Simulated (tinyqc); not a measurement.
# Potential-pH (Pourbaix) lines of a metal, its cation, its oxide and an oxyanion, with a complexing ligand, step by step

A worked calculation. Computed by tinyqc, a small Python program that keeps every step. Command: `OMP_NUM_THREADS=1 python tinyqc.py 3011892 3011893 out.jsonl pourb walk`. One thread of a shared host (Intel(R) Xeon(R) Processor @ 2.30GHz), about 0.02 s of CPU time with the checks. Intermediate numbers are printed to about 6 digits and carried at full precision; extremes and crossings named in words are read from the listed rows.

Potentials are against the standard hydrogen electrode; solids and water have unit activity; dG_f of M, H+ and the electron is zero; F = e N_A and s = R T ln(10)/F. The cation carries z = 2.

Inputs (values chosen for the exercise, modelled on zinc):
```
quantity                                      value      unit
dG_f of the cation                           -146.5    kJ/mol
dG_f of the oxide                           -322.13    kJ/mol
dG_f of the oxyanion                           -405    kJ/mol
dG_f of water                               -237.14    kJ/mol
temperature T                                298.15         K
log10 of the dissolved activity a                -5         -
pH                                              6.2         -
potential E                                   -0.76         V
log10 of the stability constant beta of ML       11         -
pKa of HL                                       8.2         -
total ligand c_L                              0.068     mol/L
limiting current density i_L                 0.0012    A/cm^2
molar volume V_m                               9.16  cm^3/mol
```

Species: M, M2+, MO, MO2(2-).

exchange current densities, metal and cathodic (A/cm^2): 1.7e-05  1.1e-11

Tafel slopes, anodic and cathodic (mV/decade): 80  155

Constants: R = 8.314462618 J/(mol K); e = 1.602176634e-19 C; N_A = 6.02214076e+23 1/mol.

## Standard potentials

M2+ + 2e = M; MO + 2H+ + 2e = M + H2O; MO2(2-) + 4H+ + 2e = M + 2H2O. For each, E0 = -dG/(z F), and E = E0 + (s/z) log10 a - (s n_H/z) pH, with no activity term for the oxide.

s = 0.0591593 V

E0 (V): cation -0.759183, oxide -0.440430, oxyanion 0.359018

The metal is less noble than hydrogen.

## Vertical lines

Two oxidised species coexist where their lines against the metal cross: pH1 (cation/oxide) = [E0(oxide) - E0(cation)]/s - (log10 a)/z; pH2 (oxide/oxyanion) = {[E0(oxyanion) - E0(oxide)]/s + (log10 a)/z}/(4/z - 1).

pH1 = 7.88804

pH2 = 11.0135

width of the oxide field, pH2 - pH1 = 3.12542

The oxide is stable from pH 7.89 to 11.01; each decade less of dissolved metal narrows this field by 1.00 pH units.

## The stable species at (pH, E)

The metal is stable below the lowest of the three lines; above it, the species of the lowest line is stable. Water lines at 1 bar: hydrogen E = -s pH, oxygen E = -dG_f(water)/(2F) - s pH.

lines at this pH (V): cation -0.907081, oxide -0.807218, oxyanion -0.522456

upper limit of immunity = -0.907081 V

hydrogen line = -0.366788 V

oxygen line = 0.862103 V

E above the limit of immunity = 0.147081 V

Stable here: the cation (corrosion). The point lies outside the stability range of water. Water itself can oxidise the metal at this pH. Caution: other oxidation states, hydroxides and hydrides are left out, and the lines say nothing of rates.

## A complexing ligand

The free ligand is c_L/(1 + 10^(pKa - pH)) (ligand in excess); dissolved metal is a in all, so the free cation is a/alpha, alpha = 1 + beta [L]; the cation line drops by (s/z) log10 alpha.

free ligand = 6.73267e-04 mol/L

log10 alpha = 7.82819

cation line with ligand = -1.13864 V

that line less the oxide line = -0.331419 V

With the ligand the dissolved state lies below the oxide: the oxide dissolves at this pH.

## Mixed potential with oxygen reduction

Anodic i = i0a 10^((E - E_a)/b_a) with E_a the cation line with ligand; cathodic i = i0c 10^((E_c - E)/b_c) with E_c the oxygen line; supply caps the cathodic current, 1/i_c = 1/i(Tafel) + 1/i_L. E_corr makes the two currents equal. Without the cap it would be [b_c E_a + b_a E_c + b_a b_c log10(i0c/i0a)]/(b_a + b_c). Rate = i V_m/(z F). Films are left out.

E_corr without the cap = -0.784105 V

corrosion potential E_corr = -0.990742 V

corrosion current density = 0.00119985 A/cm^2

i/i_L = 0.999879

etch rate = 34.1731 nm/min

The current sits at the supply limit: stirring or more oxidant, not the ligand, sets the rate. Caution: E_corr lies below the hydrogen line, so hydrogen evolution, left out here, adds cathodic current.

## The diagram with and without ligand

The formulas are those given above.

Lines against the metal (V); the species with the lowest line is stable above it:
```
pH     cation     oxide  oxyanion  stable above  cation with ligand  stable above, ligand
0   -0.907081  -0.44043   0.21112        cation            -0.95567             dissolved
2   -0.907081  -0.55875  -0.02552        cation            -1.01453             dissolved
4   -0.907081  -0.67707  -0.26215        cation            -1.07369             dissolved
5   -0.907081  -0.73623  -0.38047        cation            -1.10326             dissolved
6   -0.907081  -0.79539  -0.49879        cation            -1.13277             dissolved
7   -0.907081  -0.85455  -0.61711        cation            -1.16164             dissolved
8   -0.907081  -0.91370  -0.73543         oxide            -1.18572             dissolved
9   -0.907081  -0.97286  -0.85375         oxide            -1.19603             dissolved
10  -0.907081  -1.03202  -0.97207         oxide            -1.19772             dissolved
12  -0.907081  -1.15034  -1.20870      oxyanion            -1.19792              oxyanion
14  -0.907081  -1.26866  -1.44534      oxyanion            -1.19792              oxyanion
```

Without ligand the oxide holds 3 of the eleven rows (pH 8 to 10), with it 0. The ligand acts once beta [L] exceeds 1, from pH = pKa - log10(beta c_L) = -1.6 on, that is in all rows; its line then falls by at most s/z per pH unit and flattens beyond pKa, 0.291 V below the free cation at most. The oxide line falls faster, by s per pH unit.

Checks made by the program: the lines cross at pH1 and pH2 (relative difference below 1e-10).
